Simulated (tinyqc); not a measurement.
Cabrera-Mott growth of a thin oxide under its own electric field. Changing the temperature T. Computed by tinyqc, a small Python program. Command: `OMP_NUM_THREADS=1 python tinyqc.py 3011473 3011474 out.jsonl cabrera sweep`. One thread of a shared host (Intel(R) Xeon(R) Processor @ 2.30GHz), about 0.03 s of CPU time with the checks.

Electrons cross the film freely and set a fixed potential V across it; the field V/x lowers the barrier for ions entering the oxide.

Inputs (values chosen for the exercise, for a model metal): barrier W = 1.22 eV; Mott potential V = 1.3 V; ion charge number z = 2; half jump distance b = 2.2 angstrom; prefactor u0 = N Omega nu = 4.4e+12 angstrom/s; starting thickness x0 = 6.7 angstrom; time t = 210 s.

Backward hops: ignored.

Constants: k_B = 8.617333262e-05 eV/K.

Method. u = u0 exp(-W/(k_B T)), X1 = z b V/(k_B T) with V in volts and k_B T in eV; dx/dt = u exp(X1/x). t(x) = int_(x0)^x dx / (dx/dt) by Gauss-Legendre quadrature (80 points on each side of (x0 + 2 x)/3), solved for x.

One run for each value:
```
temperature T (K)  thickness x (angstrom)  field at time t (MV/cm)  rate at time t (angstrom/s)
200                             9.491e+00                1.370e+01                    1.224e-03
250                             1.233e+01                1.054e+01                    2.505e-03
300                             1.717e+01                7.570e+00                    5.540e-03
350                             2.675e+01                4.860e+00                    1.431e-02
400                             5.086e+01                2.556e+00                    4.887e-02
450                             1.424e+02                9.129e-01                    2.691e-01
500                             7.663e+02                1.697e-01                    2.640e+00
550                             6.653e+03                1.954e-02                    2.966e+01
600                             5.298e+04                2.454e-03                    2.494e+02
```

Over the rows, thickness x (angstrom) rises from 9.49 to 53000 (exponent d ln y / d ln x 1.2 between the first rows and 24 between the last); field at time t (MV/cm) falls from 13.7 to 0.00245 (exponent d ln y / d ln x -1.2 between the first rows and -24 between the last); rate at time t (angstrom/s) rises from 0.00122 to 249 (exponent d ln y / d ln x 3.2 between the first rows and 24 between the last). While x is well below X1, growth stalls where z b V/x has fallen to about W - k_B T ln(u0 t X1/x^2); heat closes that gap, so the film thickens slowly at first and steeply once W/(k_B T) nears that logarithm.

Caution (all rows): the starting field or rate is formal: the first layers form as fast as oxygen arrives. Caution (rows 450, 500, 550, 600): electrons tunnel only through a few nanometres, so beyond about 10 nm a fixed Mott potential is doubtful. Caution (rows 450, 500, 550, 600): X1/x is small, so backward hops, left out here, would cut the rate.
